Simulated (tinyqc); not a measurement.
# Gate work function from the charge

Question. For an undoped double gate, Q = 8 eps0 eps_r Vt beta tan(beta)/ts with 0 < beta < pi/2, and at the source (Vg - dphi)/(2 Vt) - ln[(2/ts) sqrt(2 eps0 eps_r Vt/(q ni))] = ln(beta) - ln(cos beta) + 2 r beta tan(beta), r = eps_r tox/(eox ts). Find beta and dphi.

Parameters, values chosen for the exercise; material values those of a made-up semiconductor: temperature T = 325 K; relative permittivity of the semiconductor eps_r = 13.8; relative permittivity of the gate insulator eox = 7.32; insulator thickness tox = 3.7 nm; body thickness ts = 6 nm; gate voltage Vg = 1.68 V.

Constants: q = 1.602176634e-19 C, kB = 1.380649e-23 J/K, Vt = kB T/q, eps0 = 8.8541878128e-14 F/cm where lengths are in cm. Results are converted to the units shown.

Qs = 2306.3451 nC/cm^2
ni = 9.4362480e5 cm^-3

Answer. beta tan(beta) rises from 0 without bound on the interval, so the charge fixes beta; the second relation is then explicit in dphi. At this charge the surface density passes 0.3 Nc, so the classical Boltzmann model is only formal.

beta = 1.32
dphi = 0.110 V

Numbers from tinyqc (`OMP_NUM_THREADS=1 python tinyqc.py 2440053 2440054 out.jsonl`; about 0.01 s on one thread of a shared Intel Xeon 2.30GHz).
